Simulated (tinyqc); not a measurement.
Resistance of a source-drain extension with a graded tip: one step of the calculation.

y runs along the channel, the gate covers y > 0. The doping is N0 for y < y0 and N0 10^(-(y - y0)/la) beyond, uniform over the depth xj. Sheet conductance s(y) = q mu(N) max(N - Nch, 0) xj + (for y > 0) ma Cox Vo, with mu(N) = u0 + (u1 - u0)/(1 + (N/Nr)^au) and Cox = eps0 eox/tox. Current is taken as one-dimensional; depletion of the tip, spreading and the contact are left out. The metallurgical junction lies at yj, where N = Nch.

Question. Resistance of the overlapped part. Midpoint rule on 11 equal steps from 0 to yj: R_ov = sum h/s(y), per width.

Values chosen for this exercise; mobility law close to that of electrons in silicon:
- eox = 3.9 (relative permittivity of the gate insulator (close to silicon dioxide))
- tox = 3.9 nm (insulator thickness)
- N0 = 5.9e19 cm^-3 (active doping of the extension far from the gate)
- la = 5.9 nm/decade (lateral abruptness)
- y0 = 0.3 nm (position under the gate where the fall begins (gate edge at 0))
- xj = 22 nm (depth of the extension)
- Nch = 2.9e18 cm^-3 (channel doping)
- Vo = 0.64 V (gate overdrive)
- ma = 88 cm^2/(V s) (mobility of the gate-induced layer)
- u1 = 1414 cm^2/(V s) (mobility at low doping)
- u0 = 68.5 cm^2/(V s) (mobility at high doping)
- Nr = 9.2e16 cm^-3 (reference doping)
- au = 0.711 (exponent)

Constants: q = 1.602176634e-19 C, eps0 = 8.8541878128e-14 F/cm where lengths are in cm. Results are converted to the units shown.

Give: y; N; doped conductance; sheet resistance; R_ov.

Answer.

| point | y (nm) | N (cm^-3) | doped conductance (uS) | sheet resistance (ohm/square) |
|---|---|---|---|---|
| 0 | 0.3645 | 5.753e19 | 1583 | 612.5 |
| 1 | 1.094 | 4.329e19 | 1213 | 791.8 |
| 2 | 1.823 | 3.257e19 | 929.7 | 1021 |
| 3 | 2.552 | 2.450e19 | 711.2 | 1314 |
| 4 | 3.281 | 1.843e19 | 541.3 | 1691 |
| 5 | 4.010 | 1.387e19 | 407.8 | 2185 |
| 6 | 4.739 | 1.043e19 | 301.4 | 2847 |
| 7 | 5.468 | 7.851e18 | 215.0 | 3776 |
| 8 | 6.197 | 5.906e18 | 142.9 | 5188 |
| 9 | 6.926 | 4.444e18 | 80.99 | 7642 |
| 10 | 7.655 | 3.343e18 | 25.87 | 1.320e4 |

R_ov = 29.36 ohm um

tinyqc, about 0.06 s, one thread, Intel Xeon 2.30GHz (shared host): `OMP_NUM_THREADS=1 python tinyqc.py 2282048 2282049 out.jsonl`
